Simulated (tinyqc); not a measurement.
Low-temperature mobility of a two-dimensional electron gas with static screening: one step, computed by the program tinyqc. Command: `OMP_NUM_THREADS=1 python tinyqc.py 3022505 3022506 out.jsonl twodeg walk`. One thread of a shared host (Intel(R) Xeon(R) Processor @ 2.30GHz), about 0.01 s of CPU time with the checks.

One subband is filled, the gas is degenerate and scatters at the Fermi circle; one permittivity serves on both sides of the interface. All formulas are in SI units, masses times m_0. Piezoelectric and polar phonons are left out, and n_s is taken as set by a gate, independent of N_i.

Problem. The integrands at a few angles. Form factors with u = q/b: screening G(q) = [1 + 9u/8 + 3u^2/8]/(1 + u)^3, remote charge P(q) = exp(-q d)/(1 + u)^3. Dielectric function eps(q) = 1 + q_TF G(q)/q, with q = 2 k_F sin(theta/2). Roughness: <|U|^2> = (e F)^2 S(q), S = pi Delta^2 Lambda^2 exp(-q^2 Lambda^2/4). Remote charges: <|U|^2> = N_i [e^2 P(q)/(2 eps eps_0 q)]^2. The last two columns are (m/(pi hbar^3)) <|U|^2>/eps(q)^2.

Inputs (values chosen for the exercise, modelled on a silicon inversion layer): in-plane mass m = 0.189 m_0; permittivity eps = 11.7; roughness height Delta = 0.67 nm; correlation length Lambda = 7.8 nm; remote charge density N_i = 1.9e+11 1/cm^2; distance d of the charges from the interface = 1.6 nm.

Wave function: Fang-Howard. Roughness spectrum: Gaussian.

k_F = 0.5137059 1/nm

b = 1.952888 1/nm

q_TF = 1.221054 1/nm

effective field F = 0.7361779 MV/cm

Constants: m_0 = 9.1093837015e-31 kg; hbar = 1.054571817e-34 J s; e = 1.602176634e-19 C; eps_0 = 8.8541878128e-12 F/m.

Give: Integrands (1e9/(s rad)).

Solution.

Integrands (1e9/(s rad)):
```
theta (degrees)  q (1/nm)       G  eps(q)  roughness  remote charges
5                   0.045  0.9585   27.12  7.358e+02       6.978e+02
15                  0.134  0.8841    9.05  5.180e+03       4.044e+02
30                  0.266  0.7910    4.63  8.867e+03       1.783e+02
60                  0.514  0.6560    2.56  1.538e+03       3.752e+01
90                  0.726  0.5693    1.96  4.753e+01       9.887e+00
135                 0.949  0.4983    1.64  2.315e-01       2.501e+00
180                 1.027  0.4771    1.57  2.419e-02       1.554e+00
```
